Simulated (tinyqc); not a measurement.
Worked calculation: gated graphene: carriers, quantum capacitance and optical conductivity. Values are carried at full precision from step to step, so a last printed digit may differ when a step is redone from the rounded ones.

Cones E = +/- hv |k|, four flavours, D(E) = 2|E|/(pi hv^2). n = (2/pi)(kT/hv)^2 F_1(mu/kT), p = (2/pi)(kT/hv)^2 F_1(-mu/kT), in 1/angstrom^2 (1e16 for 1/cm^2); F_1(eta) = integral_0^infinity x dx/(1 + exp(x - eta)). Cq/e^2 = d(n - p)/d mu = (2 kT/(pi hv^2)) ln(2 + 2 cosh(mu/kT)).

Gate: V = mu/e + e (n - p)/Cox with Cox/e^2 = k/(4 pi e2 t), t in angstrom, e2 = e^2/(4 pi eps0); 1/(eV angstrom^2) in C/e^2 equals 1602.176634 microfarad/cm^2; total 1/C = 1/Cox + 1/Cq.

Constants: kB = 8.617333262e-05 eV/K; e^2/(4 pi eps0) = 14.39964547 eV angstrom; fine-structure constant alpha = 0.007297352564.

Parameters, chosen for this exercise (Fermi velocity near that of graphene, gate dielectric near SiO2; the results hold for these values, not for the real material):

| symbol | value | unit | meaning |
|---|---|---|---|
| hv | 6.79 | eV angstrom | hbar vF |
| T | 300 | K |  |
| k | 4.03 |  | dielectric constant of the gate layer |
| t | 30 | nm | its thickness |
| V | 12.08 | V | gate voltage from the neutrality point |
| E | 0.828 | eV | photon energy |
| Gm | 2 | meV | intraband damping |

## Chemical potential at the gate voltage

Solve the gate equation for mu.

Cox = 0.1189 microfarad/cm^2
mu = 0.3520 eV
n = 8.71e+12 1/cm^2
p = 1.13e+05 1/cm^2

mu takes 2.9 % of the gate voltage; the zero-temperature rule |mu| = hv sqrt(pi |n - p|) gives 0.3551 eV.

## Quantum capacitance

1/(eV angstrom^2) in C/e^2 equals 1602.176634 microfarad/cm^2; 1/C = 1/Cox + 1/Cq.

Cq = 7.788 microfarad/cm^2
C = 0.1172 microfarad/cm^2
Cq at mu = 0 = 0.7929 microfarad/cm^2

C is 0.985 of Cox.

## Optical conductivity at one energy

Conductivity over sigma0 = e^2/(4 hbar): interband Re = sinh(E/2kT)/(cosh(mu/kT) + cosh(E/2kT)); intraband Re = (8 kT/pi) ln(2 cosh(mu/2kT)) Gm/(E^2 + Gm^2). A free sheet absorbs about pi alpha_f Re(sigma/sigma0), alpha_f the fine-structure constant (alpha among the constants).

Evaluate both parts and the absorption.

interband = 0.9167
intraband = 0.0013
absorption = 2.105 %

E is above 2|mu| = 0.7040 eV; at this temperature interband transitions are mostly open; the universal value is pi alpha_f = 2.293 %.

## Checks

- Cq/e^2 against the finite difference of n - p (1/(eV angstrom^2)): both 0.004861.

Program tinyqc; command `OMP_NUM_THREADS=1 python tinyqc.py 1652184 1652185 out.jsonl`; about 0.01 s on one thread of a shared Intel(R) Xeon(R) Processor @ 2.30GHz.
